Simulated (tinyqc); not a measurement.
Worked calculation: shallow donor in effective-mass theory, with valley-orbit splitting. Values are carried at full precision from step to step, so a last printed digit may differ when a step is redone from the rounded ones.

Constants: Ry = 13.60569312 eV; a0 (Bohr radius) = 0.5291772105 angstrom; hbar^2/2m0 = 3.80998211 eV angstrom^2; e^2/(4 pi eps0) = 14.39964547 eV angstrom.

Inputs chosen for the exercise (near those of a group-V donor in Si; not measured data): ml = 0.907 m0 (longitudinal mass); mt = 0.196 m0 (transverse mass); eps = 11.3 (dielectric constant); a = 22.4 angstrom (trial radius across the axis); b = 14.2 angstrom (trial radius along the axis); E0 = -32.4 meV (single-valley level); D0 = 6.43 meV (central-cell shift); D1 = 6.58 meV (coupling of perpendicular valleys); D2 = 5.49 meV (coupling of opposite valleys); Ds = -34 meV (strain splitting: z valleys less the others).

## Hydrogen-like estimates

Ry* = Ry m/eps^2 and a* = a0 eps/m for four choices of one mass: mt, the conductivity mass 3/(1/ml + 2/mt), the density-of-states mass (ml mt^2)^(1/3), and ml.

Estimates:
```
mass               m (m0)  Ry* (meV)  a* (angstrom)
mt                 0.1960      20.88          30.51
conductivity       0.2653      28.27          22.54
density of states  0.3266      34.80          18.31
ml                 0.9070      96.64           6.59
```

## Energy of one trial function

One valley: H = -c [(d2/dx2 + d2/dy2)/mt + (d2/dz2)/ml] - q/(eps r), c = hbar^2/2m0, q = e^2/(4 pi eps0). Trial function exp(-sqrt((x^2 + y^2)/a^2 + z^2/b^2)) with a > b: T = (c/3)(2/(mt a^2) + 1/(ml b^2)), V = -(q/eps) atan(u/b)/u, u = sqrt(a^2 - b^2). The central cell of the impurity is left out.

Evaluate T, V and E. Scaling both radii by f changes T to T/f^2 and V to V/f, so the best factor is f = -2T/V, with energy -V^2/(4T).

T = 32.771 meV
V = -65.037 meV
E = -32.266 meV
best scale factor = 1.0078
energy after scaling = -32.268 meV

The virial ratio -V/T is 1.985; it is 2 at the best scale. Scaling gains 0.002 meV.

## Scan over the shape

For each ratio b/a = 0.2, 0.3, ..., 0.9 the best scale follows from a = -2 T1/V1, with T1 and V1 taken at a = 1 angstrom.

Scan:
```
b/a  a (angstrom)  b (angstrom)  E (meV)
0.2         53.86         10.77  -16.534
0.3         33.72         10.12  -25.077
0.4         26.94         10.78  -29.917
0.5         24.09         12.04  -31.982
0.6         22.81         13.69  -32.373
0.7         22.29         15.60  -31.840
0.8         22.17         17.73  -30.829
0.9         22.28         20.05  -29.592
```

The best listed ratio is 0.6; (mt/ml)^(1/2) = 0.46 and (mt/ml)^(1/3) = 0.60 are common guesses.

## The minimum

Minimise over a and b. The Mott estimate n_c = (0.25/a_m)^3 uses a_m = (a^2 b)^(1/3); 1/angstrom^3 = 1e24/cm^3.

a = 22.97 angstrom
b = 13.38 angstrom
E = -32.388 meV
a_m = 19.18 angstrom
n_c = 2.21 x 1e18/cm^3

b/a = 0.582. The binding energy is 1.551 times Ry*(mt). The central cell of a real donor shrinks the orbit and raises n_c (3.7 x 1e18/cm^3 for P in Si).

## The valley-orbit matrix

Basis: the 1s envelopes of the valleys +x, -x, +y, -y, +z, -z. Diagonal E0 - D0, element -D2 between opposite valleys and -D1 between perpendicular ones. Strain along [001] adds 2 Ds/3 to the z valleys and -Ds/3 to the others.

Fill it in with the strain.

H (meV), rows +x, -x, +y, -y, +z, -z and columns alike:
```
[[-27.497, -5.490, -6.580, -6.580, -6.580, -6.580],
 [-5.490, -27.497, -6.580, -6.580, -6.580, -6.580],
 [-6.580, -6.580, -27.497, -5.490, -6.580, -6.580],
 [-6.580, -6.580, -5.490, -27.497, -6.580, -6.580],
 [-6.580, -6.580, -6.580, -6.580, -61.497, -5.490],
 [-6.580, -6.580, -6.580, -6.580, -5.490, -61.497]]
```

## Levels and ground state

Diagonalise. For the lowest state give the amplitudes (positive) and (sum of amplitudes)^2/6, the contact density relative to no strain.

levels (meV): [-77.896, -56.007, -35.237, -22.007, -22.007, -19.827]

amplitudes: +x 0.2529, -x 0.2529, +y 0.2529, -y 0.2529, +z 0.6100, -z 0.6100

relative contact density = 0.8299

The z valleys hold 74.4 % of the ground state, against 33.3 % without strain.

## Checks

- Energy from 21 anisotropic Gaussians against the two-parameter function, meV: -32.43 against -32.39.
- Unstrained levels against E0 - D0 - 4 D1 - D2 (A1), E0 - D0 + D2 (T2, threefold) and E0 - D0 + 2 D1 - D2 (E, twofold): they agree to 1e-10 or better.

(tinyqc, `OMP_NUM_THREADS=1 python tinyqc.py 1281358 1281359 out.jsonl`, Intel(R) Xeon(R) Processor @ 2.30GHz, 1 thread, shared host, about 0.01 s.)
